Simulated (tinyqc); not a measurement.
# Small-signal admittance of a forward-biased p+-n diode, step by step

Computed by the program tinyqc: `OMP_NUM_THREADS=1 python tinyqc.py 2890195 2890196 out.jsonl`, one thread of a shared Intel Xeon 2.30GHz, about 0.01 s for the whole run. Printed values are rounded.

Holes injected into a neutral base of width wb with an ohmic contact at its end; low injection, p0 far above the equilibrium density. A small voltage v exp(i w t), w = 2 pi f, modulates the edge density by p0 v/Vt, and the small-signal density obeys Dp d2p/dx2 = (1/tau + i w) p.

Values chosen for this exercise; permittivity close to that of germanium:

| symbol | value | unit | meaning |
|---|---|---|---|
| T | 350 | K | temperature |
| eps_r | 16 |  | relative permittivity |
| Nd | 5.7e16 | cm^-3 | donor density of the base |
| Dp | 23 | cm^2/s | hole diffusion coefficient |
| tau | 3e-8 | s | hole lifetime |
| wb | 13 | um | width of the neutral base |
| p0 | 4.3e13 | cm^-3 | excess hole density at the junction edge |
| Na | 2e19 | cm^-3 | acceptor density of the p+ side |
| f | 2.6e6 | Hz | signal frequency |

Constants: q = 1.602176634e-19 C, kB = 1.380649e-23 J/K, Vt = kB T/q, eps0 = 8.8541878128e-14 F/cm where lengths are in cm. Results are converted to the units shown.

## Closed-form admittance

L = sqrt(Dp tau); direct current J = (q Dp p0/L) coth(wb/L); k = sqrt(1 + i w tau)/L; diffusion admittance Y = (q Dp p0/Vt) k coth(k wb) = G + i w C_diff; junction capacitance C_j = sqrt(q eps0 eps_r Nd/(2 Vr)) in the depletion approximation, with the remaining barrier Vr = Vt ln(Na/p0), a rough value under forward bias; base-width modulation is left out.

L = 8.306624 um
J = 0.2081987 A/cm^2
k wb = 1.608863+0.373047i
Y = 6.972349+1.221596i S/cm^2
C_diff = 0.07477810 uF/cm^2
C_j = 0.1281993 uF/cm^2

G is 1.01 times its low-frequency value J/Vt, and C_diff is 0.583 times C_j.

## The same by finite differences

6 equal intervals, h = wb/6; u = small-signal density over its edge value, u_0 = 1, u_6 = 0; u_(i-1) + b u_i + u_(i+1) = 0 with b = -2 - h^2 (1/tau + i w)/Dp; Y = (q Dp p0/(Vt h)) (-b/2 - u_1), which includes the half box at the edge.

b = -2.068035-0.033343i
u, node 1 to 5: 0.7440001-0.0353509i  0.5397972-0.0482994i  0.3739302-0.0465354i  0.2350553-0.0354693i  0.1133552-0.0189789i
Y on the mesh = 7.032311+1.261437i S/cm^2

Against the closed form the real part is 0.86 % above it and the imaginary part 3.3 % above it; |k h| = 0.28.
